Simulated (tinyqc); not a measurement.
# Weibull slope from two areas

Question. Oxide breakdown times follow a Weibull law, F = 1 - exp(-(t/t63)^beta). For defects spread at random t63 goes as A^(-1/beta). Find beta and the time at which the share Fp of the area-A2 devices has failed, t63(A2) (-ln(1 - Fp))^(1/beta).

Values chosen for this exercise:
- A1 = 450 um^2 (area of a test capacitor)
- A2 = 1e5 um^2 (gate area of the product)
- Fp = 1e-6 (allowed share of failed products)

t63 at the areas A1 and A2 (s): 93  15.353962

Solution. beta = ln(A2/A1)/ln(t63(A1)/t63(A2)).

beta = 3.00
time to Fp = 0.154 s

tinyqc, about 0.01 s, one thread, Intel Xeon 2.30GHz (shared host): `OMP_NUM_THREADS=1 python tinyqc.py 2070140 2070141 out.jsonl`
